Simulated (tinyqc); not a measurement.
Worked calculation: Haynes-Shockley experiment: drift, diffusion and decay of a minority-carrier pulse. Computed by tinyqc, a small Python program that keeps every step. Command: `OMP_NUM_THREADS=1 python tinyqc.py 3111829 3111830 out.jsonl haynes walk`. One thread of a shared host (Intel(R) Xeon(R) Processor @ 2.30GHz), about 0.01 s of CPU time with the checks. Intermediate numbers are printed to about 7 digits and carried at full precision; extremes and crossings named in words are read from the listed rows.

A thin sheet of excess carriers is made at x = 0, t = 0 in a long uniform bar; injection is low, so the pulse moves with the minority mobility.

Inputs (values chosen for the exercise, modelled on holes in n-type germanium in a lightly doped bar):
```
quantity                       value         unit
minority mobility mu            1680   cm^2/(V s)
lifetime tau                      38  microsecond
temperature T                    300            K
field F                            3         V/cm
distance d to the collector     0.49           cm
second distance d2              0.91           cm
injected sheet density N0    1.4e+09       1/cm^2
```

Constants: k_B = 8.617333262e-05 eV/K.

## Transport coefficients

D = mu k_B T/e, v = mu F. Transit time d/v, diffusion length sqrt(D tau), drift length v tau, Peclet number v d/D = e F d/(k_B T).

D = 43.43136 cm^2/s

drift velocity v = 5040 cm/s

transit time d/v = 97.22222 microsecond

diffusion length = 406.2501 micrometre

drift length v tau = 0.19152 cm

Peclet number = 56.86214

The pulse must travel 2.56 drift lengths.

## The signal at the collector

dn(x, t) = N0/sqrt(4 pi D t) exp(-(x - v t)^2/(4 D t) - t/tau). At fixed x the signal peaks where d ln(dn)/dt = 0: a t^2 + t/2 - x^2/(4 D) = 0 with a = v^2/(4 D) + 1/tau. The full width at half maximum is found by solving dn(x, t) = peak/2 on both sides of the peak.

time of the peak t_p = 88.06388 microsecond

peak density = 5.473649e+08 1/cm^3

width at half maximum = 37.52645 microsecond

The peak comes 9.4 % before d/v, since spreading and recombination both weaken the later part of the pulse.

## Shape in time

Times are 0.7, 0.8, 0.9, 0.95, 1, 1.05, 1.1, 1.2 and 1.4 t_p.

Signal at d:
```
t/t_p  t (microsecond)   dn (1/cm^3)   dn/peak
0.70           61.6447  7.486346e+07  0.136771
0.80           70.4511  2.526468e+08  0.461569
0.90           79.2575  4.610098e+08  0.842235
0.95           83.6607  5.255591e+08  0.960162
1.00           88.0639  5.473649e+08  1.000000
1.05           92.4671  5.276083e+08  0.963906
1.10           96.8703  4.757007e+08  0.869074
1.20          105.6767  3.272829e+08  0.597924
1.40          123.2894  9.399964e+07  0.171731
```

At 0.9 and 1.1 t_p the signal is 0.842 and 0.869 of its peak: the trailing side is the wider one.

## Simple reading of the pulse

With w the full width at half maximum: mu = d/(F t_p); D = (w d)^2/(16 ln2 t_p^3); Einstein ratio D/mu against k_B T/e.

apparent mobility = 1854.714 cm^2/(V s)

apparent D = 44.64040 cm^2/s

apparent D/mu = 24.06862 mV

error of mu = 10.39965 %

error of D = 2.783801 %

The true k_B T/e is 25.85 mV.

## Two distances

Differences remove part of the bias: mu = (d2 - d)/(F (t_p2 - t_p)). The time-integrated signal is A(x) = (N0/u) exp(x (v - u)/(2 D)), u = sqrt(v^2 + 4 D/tau); the simple lifetime is tau = (t_p2 - t_p)/ln(A(d)/A(d2)).

t_p2 = 164.7737 microsecond

mobility from two distances = 1825.059 cm^2/(V s)

area ratio A(d)/A(d2) = 8.184990

lifetime from areas = 36.48851 microsecond

Errors: mobility +8.63 % (one distance +10.40 %), lifetime -3.98 %.

## How the errors depend on the field

With w that width: mu = d/(F t_p); D = (w d)^2/(16 ln2 t_p^3). The field is scaled by the factors listed.

Errors of the simple reading:
```
factor  F (V/cm)     v d/D  v^2 tau/(4 D)  error of mu (%)  error of D (%)
0.5          1.5   28.4311         1.3891         34.70981        4.658419
0.7          2.1   39.8035         2.7226         19.47100        3.713058
1.0          3.0   56.8621         5.5562         10.39965        2.783801
1.5          4.5   85.2932        12.5015          5.10161        1.930832
2.5          7.5  142.1553        34.7265          2.13550        1.182066
4.0         12.0  227.4486        88.8999          1.00148        0.743354
7.0         21.0  398.0350       272.2559          0.43503        0.425615
```

The error of mu falls from 34.7 to 0.435 %. For large v d/D it is about D/(v d) + 2 D/(v^2 tau), here 0.435 % in the last row: one part from spreading, one from recombination.

Checks made by the program: area of the signal against its closed form (relative difference below 1e-10).
